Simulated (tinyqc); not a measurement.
Heterojunction of two tight-binding chains: one step. Transmission. Two cases, with inputs chosen for the exercise.

Task: The last site of the left chain has energy 2 t1 + U, and S1, S2 are the self-energies of the two half chains on it. G = 1/(E - 2 t1 - U - S1 - S2); T = 4 Im(S1) Im(S2) |G|^2.

Case 1.

Values chosen (out of a larger set: masses and offset of the size met at GaN / AlGaN; not measured data): E = 0.74 eV (electron energy); U = 0.53 eV (extra energy on the last left site).

t1 = 1.102425 eV
S1 = -0.7324254-0.8239507i eV
S2 = -0.9201569-0.6071681i eV

Case 2.

Values chosen (out of a larger set: masses and offset of the size met at Si / SiGe; not measured data): E = 0.185 eV (electron energy); U = -1.02 eV (extra energy on the last left site).

t1 = 0.585054 eV
S1 = -0.4925539-0.3157194i eV
S2 = -0.5503235-0.1985752i eV

Give: G; T.

Result:

Case 1.

G = -0.1581-0.6609i 1/eV
T = 0.9242

A fraction 0.0758 is reflected although the electron lies above the step.

Case 2.

G = 0.7558-0.3606i 1/eV
T = 0.1758

A fraction 0.8242 is reflected although the electron lies above the step.

Computed by tinyqc, one run a case: `OMP_NUM_THREADS=1 python tinyqc.py N N+1 out.jsonl` with N = 1450274, 1450349; one thread of a shared Intel(R) Xeon(R) Processor @ 2.30GHz, about 0.01 s a run at most.
